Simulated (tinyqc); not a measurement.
Surface Green function of a two-leg ladder, Sancho-Rubio decimation: two steps of the calculation.

A semi-infinite lead of cells 0, 1, 2, ... with H0 inside a cell and H1 = <cell i|H|cell i + 1>. One rung (site 1 on leg a, site 2 on leg b) is a cell; all hoppings enter with a minus sign. z = E + i eta.

Values chosen for this exercise:
```
symbol,value,unit,meaning
E,2.29,eV,energy
eta,0.0001,eV,broadening
```

Problem 1. Decimation. Start with e_s = e = H0, a = H1, b = H1^dagger. Each round: g = (z - e)^(-1); e_s <- e_s + a g b; e <- e + a g b + b g a; a <- a g a; b <- b g b (all with the old a, b). Round k joins cells 2^k apart.

e_s after round 2 (eV):

|  | 1 | 2 |
|---|---|---|
| 1 | -0.0824928-0.0009386i | 0.2957825+0.0024184i |
| 2 | 0.2957825+0.0024184i | -3.5634900-0.0064001i |

e after round 2 (eV):

|  | 1 | 2 |
|---|---|---|
| 1 | -2.1234818-0.0050893i | 2.0869232+0.0053791i |
| 2 | 2.0869232+0.0053791i | -4.1832388-0.0085470i |

a after round 2 (eV):

|  | 1 | 2 |
|---|---|---|
| 1 | -1.2251879-0.0019337i | 0.9707058+0.0013734i |
| 2 | 3.2462298+0.0051097i | -2.2738083-0.0036608i |

b after round 2 (eV):

|  | 1 | 2 |
|---|---|---|
| 1 | -1.2251879-0.0019337i | 3.2462298+0.0051097i |
| 2 | 0.9707058+0.0013734i | -2.2738083-0.0036608i |

Give: g; e_s after round 3; e after round 3; a after round 3; b after round 3.

Solution 1.

g (1/eV):

|  | 1 | 2 |
|---|---|---|
| 1 | 0.26733-0.00019i | 0.08619+0.00005i |
| 2 | 0.08619+0.00005i | 0.18227-0.00016i |

e_s after round 3 (eV):

|  | 1 | 2 |
|---|---|---|
| 1 | 0.2855-0.0003i | -0.6581+0.0008i |
| 2 | -0.6581+0.0008i | -1.0763-0.0020i |

e after round 3 (eV):

|  | 1 | 2 |
|---|---|---|
| 1 | -0.11899-0.00164i | -0.01857+0.00175i |
| 2 | -0.01857+0.00175i | -0.88226-0.00276i |

a after round 3 (eV):

|  | 1 | 2 |
|---|---|---|
| 1 | 0.5304+0.0006i | -0.3989-0.0004i |
| 2 | -1.2603-0.0015i | 0.9584+0.0011i |

b after round 3 (eV):

|  | 1 | 2 |
|---|---|---|
| 1 | 0.5304+0.0006i | -1.2603-0.0015i |
| 2 | -0.3989-0.0004i | 0.9584+0.0011i |

Problem 2. Self-energy, Dyson check and densities of states. Sigma = H1 g_s H1^dagger is what the lead adds to one more cell, and (z - H0 - Sigma)^(-1) must give g_s back. Densities of states: -Im of the diagonals over pi.

H0 (eV):

|  | 1 | 2 |
|---|---|---|
| 1 | 0 | -1.19 |
| 2 | -1.19 | -0.36 |

H1 (eV):

|  | 1 | 2 |
|---|---|---|
| 1 | -1 | -0.38 |
| 2 | 0 | -1.26 |

converged surface Green function g_s (1/eV):

|  | 1 | 2 |
|---|---|---|
| 1 | 0.62957125-0.35630422i | -0.21041650+0.39284687i |
| 2 | -0.21041650+0.39284687i | 0.43434881-0.43317140i |

converged bulk Green function (1/eV):

|  | 1 | 2 |
|---|---|---|
| 1 | 0.23834691-0.37284486i | 0.20722971+0.35346247i |
| 2 | 0.20722971+0.35346247i | 0.13169522-0.36617438i |

Find: Sigma; (z - H0 - Sigma)^(-1); surface density of states; bulk density of states.

Solution 2.

Sigma (eV):

|  | 1 | 2 |
|---|---|---|
| 1 | 0.53237-0.12029i | -0.05716+0.28758i |
| 2 | -0.05716+0.28758i | 0.68957-0.68770i |

(z - H0 - Sigma)^(-1) (1/eV):

|  | 1 | 2 |
|---|---|---|
| 1 | 0.62957-0.35630i | -0.21042+0.39285i |
| 2 | -0.21042+0.39285i | 0.43435-0.43317i |

| orbital | surface density of states (1/eV) | bulk density of states (1/eV) |
|---|---|---|
| 1 | 0.11342 | 0.11868 |
| 2 | 0.13788 | 0.11656 |

Program tinyqc, `OMP_NUM_THREADS=1 python tinyqc.py 2680036 2680037 out.jsonl`; Intel Xeon 2.30GHz, shared host, one thread, about 0.06 s.
